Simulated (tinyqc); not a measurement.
Bound state above the band: recursion (Haydock) method for the local density of states: impurity site of a cubic lattice.

One orbital a site at energy 0, hopping -t to the 6 nearest neighbours of a cubic lattice; the start u0 is a site in the bulk, with energy V. Recursion: a_n = <u_n|H|u_n>, b_(n+1) u_(n+1) = (H - a_n) u_n - b_n u_(n-1), b > 0. G(z) = 1/(z - a0 - b1^2/(z - a1 - b2^2/(...))), z = E + i eta. After n levels the tail is b_n^2 T with the square-root terminator T = (z - sqrt(z - 2b) sqrt(z + 2b))/(2 b^2), b = 3t so that the band edges lie at -/+ 6t.

Parameters, chosen for this exercise: t = 0.62 eV (hopping).

A level solves G0(E) = 1/V for E above the band, G0 being the fraction for V = 0 with m levels and terminator; a dash: none.

Level (eV):

| V/t | V (eV) | 3 levels | 7 levels |
|---|---|---|---|
| 0.5 | 0.310 | - | - |
| 1.0 | 0.620 | - | - |
| 2.0 | 1.240 | - | - |
| 3.0 | 1.860 | - | - |
| 3.5 | 2.170 | - | - |
| 4.0 | 2.480 | 3.7233 | 3.7204 |
| 4.5 | 2.790 | 3.8088 | 3.8042 |
| 6.0 | 3.720 | 4.4051 | 4.4044 |
| 8.0 | 4.960 | 5.4496 | 5.4496 |

threshold V/t with 7 levels = 3.971

What can be read from this table?

In three dimensions G0 is finite at the edge: a level needs V/t above 3.957 (from the closed form of the Watson integral); seven levels give 3.971. At V = 8t three and seven levels give 5.4496 and 5.4496 eV.

tinyqc: `OMP_NUM_THREADS=1 python tinyqc.py 1452748 1452749 out.jsonl`; about 0.08 s, one thread, shared Intel(R) Xeon(R) Processor @ 2.30GHz.
